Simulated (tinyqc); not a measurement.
Alloy A(1-x)B(x) by interpolation with bowing, step by step. Values are carried at full precision from step to step, so a last printed digit may differ when a step is redone from the rounded ones.

Each gap follows E(x) = (1 - x) E_A + x E_B - C x (1 - x); the lattice constant follows Vegard, a(x) = (1 - x) a_A + x a_B.

Constants: hc = 1239.841984 eV nm; kB = 8.617333262e-05 eV/K.

Inputs chosen for the exercise (A near Ge, B near Si; not measured data): a = (5.652, 5.431) angstrom (lattice constant of A, B); x = 0.58 (fraction of B); Eg = (0.904, 4.242) eV (gap at Gamma to the s-like level of A, B); EgX = (0.938, 1.186) eV (gap to the lowest valley along Gamma-X of A, B); EgL = (0.752, 2.122) eV (gap to L of A, B); C = (0.211, 0.199, 0.1) eV (bowing of the Gamma, X and L gaps); Dso = (0.291, 0.044) eV (spin-orbit splitting of A, B); Ep = (26.5, 21.8) eV (Kane energy of A, B); me = (0.0384, 0.2024) m0 (electron mass at Gamma of A, B); Cs = 0 eV (bowing of Dso); md = (0.1265, 0.91, 0.65) m0 (density-of-states masses of Gamma, all X and all L valleys); T = 77 K (temperature).

## Gaps and lattice constant at x

Also give the wavelength hc/E of the lowest gap.

a(x) = 5.5238 angstrom

linear parts (eV): Gamma 2.8400, X 1.0818, L 1.5466

bowing terms C x (1 - x) (eV): Gamma 0.0514, X 0.0485, L 0.0244

gaps (eV): Gamma 2.7886, X 1.0334, L 1.5222

wavelength of the lowest gap = 1199.8 nm

The lowest valley is X, so the gap is indirect; the next, L, lies 489 meV higher.

## Where the valleys cross

The difference of two gaps is a quadratic q2 x^2 + q1 x + q0 with q2 = C_i - C_j, q1 = (E_B - E_A - C)_i - (E_B - E_A - C)_j, q0 = E_A,i - E_A,j; give its roots between 0 and 1 (a dash: none).

Crossings:
```
pair        q2      q1      q0  first root  second root
Gamma-X  0.012   3.078  -0.034      0.0110            -
Gamma-L  0.111   1.857   0.152           -            -
X-L      0.099  -1.221   0.186      0.1543            -
```

The lowest valley changes at x = 0.154 (L to X, gap 0.950 eV). The other crossings lie above the lowest valley.

## Electron mass of the alloy

Mass at Gamma from the Kane formula 1/m = F + Ep (Eg + 2 Dso/3)/(Eg (Eg + Dso)). F is fixed by the masses of A and B and interpolated linearly, as is Ep; Eg and Dso carry their bowing.

Compare with the linear interpolation of the masses.

F of A, B: -0.8930  -0.1808

Ep, Eg, Dso at x (eV): 23.7740  2.7886  0.1477

m(x) from the Kane formula = 0.1265 m0
m(x) linear = 0.1335 m0

The Kane value lies 5.2 % below the linear one. The Gamma valley is not the lowest at this x.

## Shares of the electrons in the valleys

Non-degenerate: n_i proportional to md_i^(3/2) exp(-E_i/kT).

md^(3/2): Gamma 0.0450, X 0.8681, L 0.5240

(E - E_min)/kT: Gamma 264.53, X 0.00, L 73.68

shares: Gamma 0.000, X 1.000, L 0.000

X holds most electrons (100.0 %).

## Checks

- The Gamma and X gaps at their crossing x = 0.0110 (eV): both 0.9386.
- The X and L gaps at their crossing x = 0.1543 (eV): both 0.9503.

Computed by tinyqc, a small Python program: `OMP_NUM_THREADS=1 python tinyqc.py 1051036 1051037 out.jsonl` (the numbers bound the seed that draws the inputs); one thread of a shared host (Intel(R) Xeon(R) Processor @ 2.30GHz), about 0.01 s for the whole set of steps.
